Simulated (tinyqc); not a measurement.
Inside a calculation. Model: strain-driven roughening and islands of a mismatched epitaxial film. Computed by tinyqc, a small Python program that keeps every step. Command: `OMP_NUM_THREADS=1 python tinyqc.py 3000508 3000509 out.jsonl island walk`. One thread of a shared host (Intel(R) Xeon(R) Processor @ 2.30GHz), about 0.01 s of CPU time with the checks. Intermediate numbers are printed to about 6 digits and carried at full precision; extremes and crossings named in words are read from the listed rows.

Film and substrate share isotropic elastic constants; the film is coherent and biaxially strained.

Inputs (values chosen for the exercise, modelled on GaN on AlN):
```
quantity                                      value       unit
misfit |f|                                   0.0241          -
shear modulus G                                 122        GPa
Poisson ratio nu                               0.19          -
surface energy gamma                           1.71      J/m^2
contact angle of the shallow shape theta_1     8.24    degrees
contact angle of the steep shape theta_2       23.3    degrees
facet energy of shape 1 over gamma           0.9991          -
facet energy of shape 2 over gamma            1.047          -
wetting energy gamma_s - gamma                 0.15      J/m^2
decay length of wetting delta                  0.26         nm
surface mobility D_s nu_s Omega^2/(k_B T)   3.6e-34  m^6/(J s)
initial ripple amplitude A0                   0.096         nm
ripple wavelength over the critical one        0.96          -
island volume V                                5400       nm^3
```

Transport: surface diffusion.

Constants: e = 1.602176634e-19 C.

## Elastic energy of the flat film

M = 2 G (1 + nu)/(1 - nu); stress = M f; energy density w = M f^2.

biaxial modulus M = 358.469 GPa

stress = 8.63911 GPa

energy density w = 208.202 MJ/m^3

## Asaro-Tiller-Grinfeld instability

A ripple A cos(k x) has the surface chemical potential per volume [gamma k^2 - 2 (1 + nu) w k] A cos(k x), so k_c = 2 (1 + nu) w/gamma. With surface diffusion the amplitude grows at the rate q = B k^2 [2 (1 + nu) w k - gamma k^2], fastest at k_m = (3/4) k_c. B is the surface mobility.

k_c = 0.289779 1/nm

critical wavelength = 21.6827 nm

fastest wavelength = 28.9103 nm

growth time 1/q at k_m = 2.18429 s

A ripple of A0 needs about 5.9 s to reach a twentieth of its wavelength.

## A ripple of given wavelength

A ripple A cos(k x) has the surface chemical potential per volume [gamma k^2 - 2 (1 + nu) w k] A cos(k x), so k_c = 2 (1 + nu) w/gamma. With surface diffusion the amplitude grows at the rate q = B k^2 [2 (1 + nu) w k - gamma k^2], fastest at k_m = (3/4) k_c. B is the surface mobility. Stress at the trough = stress x (1 + 2 k A).

k = 0.301853 1/nm

rate q = -0.204428 1/s

q over the largest rate = -0.446531

stress concentration at A0 = 1.05796

The ripple is shorter than critical and decays.

## Wetting layer

The surface energy depends on thickness as gamma + (gamma_s - gamma) exp(-h/delta). Its curvature adds W2 = (gamma_s - gamma) exp(-h/delta)/delta^2 to the restoring terms; the flat film is stable while W2 > (1 + nu)^2 w^2/gamma, which gives h_c = delta ln[(gamma_s - gamma) gamma/(delta^2 (1 + nu)^2 w^2)], or 0 if negative.

wetting-layer thickness h_c = 1.07227 nm

Layer-by-layer growth up to h_c, then roughening: the Stranski-Krastanov mode.

## Island nucleation

Shallow faceted island (Tersoff form): E = 4 Gam V^(2/3) tan^(1/3)(theta) - 6 c V tan(theta), Gam = gamma [x/sin(theta) - 1/tan(theta)], x the facet energy over gamma, c = stress^2 (1 - nu)/(2 pi G). The barrier is the maximum of E, at V_c = [4 Gam/(9 c)]^3 / tan^2(theta) (1 GPa nm = 1 J/m^2).

c = 0.0788648 GPa

Gam of shape 1 = 0.112436 J/m^2

critical volume, shape 1 = 12.1309 nm^3

barrier, shape 1 = 2.59419 eV

Gam of shape 2 = 0.555756 J/m^2

critical volume, shape 2 = 165.642 nm^3

barrier, shape 2 = 105.343 eV

The shallow shape has the lower barrier. Each barrier is a third of the surface term at V_c and scales as Gam^3/c^2, that is as f^(-4).

## Which shape at the volume V

The two energies cross at V_x^(1/3) = 4 [Gam_2 t2^(1/3) - Gam_1 t1^(1/3)]/(6 c (t2 - t1)), t = tan(theta); mu = dE/dV.

E of shape 1 = -1855.85 eV

E of shape 2 = -3643.37 eV

crossing volume V_x = 1213.11 nm^3

jump of mu at V_x, shape 2 less shape 1 = -45.0875 MJ/m^3

At V the steep shape is lower. At V_x the chemical potential drops, so islands that have turned steep grow at the cost of the shallow ones.

## Scaling with the misfit

A ripple A cos(k x) has the surface chemical potential per volume [gamma k^2 - 2 (1 + nu) w k] A cos(k x), so k_c = 2 (1 + nu) w/gamma. With surface diffusion the amplitude grows at the rate q = B k^2 [2 (1 + nu) w k - gamma k^2], fastest at k_m = (3/4) k_c. V_c = [4 Gam/(9 c)]^3/tan^2(theta), barrier = (4/3) Gam V_c^(2/3) tan^(1/3)(theta); the growth time is 1/q at k_m.

Misfit scaled at fixed constants:
```
|f| (%)  fastest wavelength (nm)  growth time (s)  V_c of shape 1 (nm^3)  barrier of shape 1 (eV)
0.6025                   462.564      1.43150e+05            4.96883e+04              6.64112e+02
0.8435                   236.002      9.69988e+03            6.59912e+03              1.72874e+02
1.2050                   115.641      5.59179e+02            7.76380e+02              4.15070e+01
1.6870                    59.001      3.78902e+01            1.03111e+02              1.08046e+01
2.4100                    28.910      2.18429e+00            1.21309e+01              2.59419e+00
3.3740                    14.750      1.48008e-01            1.61111e+00              6.75288e-01
```

Halving the misfit stretches the wavelength 4 times, the barrier 16 times, the volume 64 times and the time 256 times: f^(-2), f^(-4), f^(-6), f^(-8). Over these rows the time spans 6.0 decades: strongly mismatched films tend to roughen first, while dilute alloys have time to stay flat. Rows with wavelengths under 10 nm or volumes under 5 nm^3 are beyond the continuum picture.

Checks made by the program: k_m against a numerical maximum of the rate (relative difference 5e-10).
